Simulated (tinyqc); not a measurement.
# Changing the anneal temperature T

Model: kinetics of strain relaxation and threading dislocations in mismatched semiconductor layers. Computed by tinyqc, a small Python program. Command: `OMP_NUM_THREADS=1 python tinyqc.py 3023217 3023218 out.jsonl threading sweep`. One thread of a shared host (Intel(R) Xeon(R) Processor @ 2.30GHz), about 0.01 s of CPU time with the checks.

60-degree dislocations on {111} planes of a (001) layer, isotropic elasticity. The Schmid factor is 1/sqrt(6), and a misfit segment relieves strain with b/2.

Inputs (values chosen for the exercise, modelled on Si(0.8)Ge(0.2) on Si):

| quantity | value | unit |
|---|---|---|
| misfit f | 0.00819 | - |
| shear modulus G | 65 | GPa |
| Poisson ratio nu | 0.27 | - |
| Burgers vector b | 3.88 | angstrom |
| glide activation energy Q | 2.08 | eV |
| velocity prefactor v0 | 27000 | m/s per MPa |
| layer thickness h | 77 | nm |
| anneal time t | 3300 | s |
| initial thread density rho_0 | 14000 | 1/cm^2 |
| multiplication constant delta | 2900 | 1/m |

Sources: multiplication.

Constants: k_B = 8.617333262e-05 eV/K.

Method:
- Excess resolved stress tau = (1/sqrt 6) [2 G (1 + nu)/(1 - nu)] (e - e_eq), e_eq = b (1 - nu/4) [ln(h/b) + 1]/(4 pi (1 + nu) h), the Matthews-Blakeslee strain of an uncapped layer; glide velocity v = v0 tau exp(-Q/(k_B T)), tau in MPa.
- Threads run in two directions, so de/dt = -(b/4) rho v, and they multiply as d rho/dt = delta rho v. With x = e - e_eq, x0 = f - e_eq (fully strained at t = 0) and v = m S x (m the mobility, S x = tau): rho = rho_0 + (4 delta/b)(x0 - x), so dx/dt = -k x (a - x), k = delta m S, a = x0 + b rho_0/(4 delta): a logistic law, x = a/[1 + (a/x0 - 1) exp(k a t)].
- The half time is that at which x = x0/2.

One run for each value:

| anneal temperature T (K) | initial velocity (micrometre/s) | half time (s) | share of the excess strain relieved (%) | thread density (1/cm^2) |
|---|---|---|---|---|
| 721 | 4.5655e-02 | 5.4430e+04 | 4.0475e-02 | 2.1669e+04 |
| 743 | 1.2302e-01 | 2.0199e+04 | 1.6574e-01 | 4.5405e+04 |
| 765 | 3.1313e-01 | 7.9360e+03 | 1.3879e+00 | 2.7699e+05 |
| 787 | 7.5646e-01 | 3.2851e+03 | 5.0820e+01 | 9.6436e+06 |
| 809 | 1.7418e+00 | 1.4267e+03 | 9.9992e+01 | 1.8961e+07 |
| 831 | 3.8375e+00 | 6.4756e+02 | 1.0000e+02 | 1.8962e+07 |
| 853 | 8.1170e+00 | 3.0615e+02 | 1.0000e+02 | 1.8962e+07 |
| 875 | 1.6534e+01 | 1.5030e+02 | 1.0000e+02 | 1.8962e+07 |
| 897 | 3.2525e+01 | 7.6404e+01 | 1.0000e+02 | 1.8962e+07 |

Describe the trends.

Over the rows, initial velocity (micrometre/s) rises from 0.0457 to 32.5 (exponent d ln y / d ln x 33 between the first rows and 27 between the last); half time (s) falls from 54400 to 76.4 (exponent d ln y / d ln x -33 between the first rows and -27 between the last); share of the excess strain relieved (%) rises from 0.0405 to 100, flat over part of the range.

Caution (rows 787, 809, 831, 853, 875, 897): blocking of threads by crossing misfit lines, left out here, leaves real layers with more strain.

Extremes, crossings and ranges named in words are read from the listed rows.
